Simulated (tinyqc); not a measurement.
Admittance spectroscopy and thermally stimulated current of one trap level in a depletion layer: one step, computed by the program tinyqc.

A Schottky junction on n-type material holds one donor-like electron trap; shallow donors are fully ionised and abrupt depletion edges are assumed.

Task: Temperature of the peak. N_c = 2 (2 pi m k_B T/h^2)^(3/2), v_th = sqrt(3 k_B T/m), emission rate e_n = sigma v_th N_c exp(-E_t/(k_B T)). Where the level crosses the Fermi level capture equals emission, so the trap follows the signal with the rate 2 e_n; G/omega peaks at omega = 2 e_n (the correction for large N_t/N is left out). Solve 2 e_n(T_p) = 2 pi f.

Inputs (values chosen for the exercise, modelled on n-type beta-Ga2O3):
```
quantity,value,unit
density-of-states mass m,0.285,m_0
shallow doping N,1.9e+16,1/cm^3
trap depth E_t below the band,0.246,eV
capture cross section sigma,1.1e-14,cm^2
test frequency f,300000,Hz
```

Constants: k_B = 1.380649e-23 J/K; m_0 = 9.1093837015e-31 kg; h = 6.62607015e-34 J s; k_B = 8.617333262e-05 eV/K.

Give: peak temperature T_p; N_c at T_p; e_n at T_p; E_c - E_F = k_B T_p ln(N_c/N).

Result:

peak temperature T_p = 217.2 K

N_c at T_p = 2.352e+18 1/cm^3

e_n at T_p = 9.425e+05 1/s

E_c - E_F = k_B T_p ln(N_c/N) = 0.09018 eV
